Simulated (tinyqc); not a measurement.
Grain-boundary trapping model (Seto) of a polycrystalline semiconductor film: one step, computed by the program tinyqc.

Grains of equal size L are joined by thin boundaries with one trap level. Trapped carriers deplete a width W on each side and raise a barrier, crossed by thermionic emission. Dopants are fully ionised, statistics are non-degenerate and mu_g does not depend on T.

Question. Critical doping. If all traps fill, the grain is just depleted at N* = Q_t/L, with the barrier e Q_t L/(8 eps eps_0).

Inputs (values chosen for the exercise, modelled on polycrystalline ZnO): permittivity eps = 8.3; grain size L = 48 nm; trap density Q_t = 7e+11 1/cm^2.

Grain interior: neglected.

Constants: e = 1.602176634e-19 C; eps_0 = 8.8541878128e-12 F/m; k_B = 8.617333262e-05 eV/K.

Give: N*; barrier at N* with all traps filled.

Answer.

N* = 1.458e+17 1/cm^3

barrier at N* with all traps filled = 0.09157 V
